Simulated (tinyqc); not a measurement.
# Strained Delta valleys, repopulation and conductivity mass: effect of the temperature

A cubic crystal with three pairs of conduction valleys along x, y and z under uniaxial stress X along [110] (X > 0 is tension); current along [-110]. Non-degenerate electrons, fixed total density, one relaxation time for all valleys and stresses, masses unchanged by strain, so the mobility goes as the mean inverse mass.

Stress s_ij = X a_i a_j with a the unit vector along [110]; strain e_ii = s11 s_ii + s12 (s_jj + s_kk), e_ij = s44 s_ij/2. Valley shift dE = Xu (n.e.n - trace(e)/3) with n the valley axis; share f proportional to exp(-dE/Vt). Inverse mass along the current d = [-110]: (n.d)^2/ml + (1 - (n.d)^2)/mt; mu/mu0 = sum f (1/m) over the plain mean of 1/m. pi is the small-stress slope -d(mu/mu0)/dX; each row is against the unstrained crystal at the same T.

Parameters, values chosen for the exercise; values close to those of silicon: compliance s11 = 7.72 1/TPa; compliance s12 = -2.12 1/TPa; compliance s44 = 12.9 1/TPa; shear deformation potential Xu = 8.85 eV; longitudinal mass ml = 0.925 m0; transverse mass mt = 0.185 m0; uniaxial stress (tension positive) X = 580 MPa.

Constants: q = 1.602176634e-19 C, kB = 1.380649e-23 J/K, Vt = kB T/q. Results are converted to the units shown.

Result of one run:
```
splitting/Vt  mu/mu0  pi (1e-11 1/Pa)
2.4422        1.2828          -51.039
```

Which temperature T gave this result: 120, 180, 240, 380 or 460 K?

T = 120 K.

The whole series:
```
T (K)  splitting/Vt  mu/mu0  pi (1e-11 1/Pa)
77           3.8060  1.3404          -79.541
120          2.4422  1.2828          -51.039
180          1.6281  1.2099          -34.026
240          1.2211  1.1613          -25.519
300         0.97688  1.1293          -20.416
380         0.77122  1.1016          -16.118
460         0.63710  1.0833          -13.314
```

The ratio mu/mu0 falls from 1.34 to 1.08, and pi goes as 1/T, from -79.5 to -13.3.

Range of the model: Shear strain also changes the transverse masses of these valleys, which is left out.

Computed by the program tinyqc: `OMP_NUM_THREADS=1 python tinyqc.py 2530045 2530046 out.jsonl`, one thread of a shared Intel Xeon 2.30GHz, about 0.01 s for the whole run.
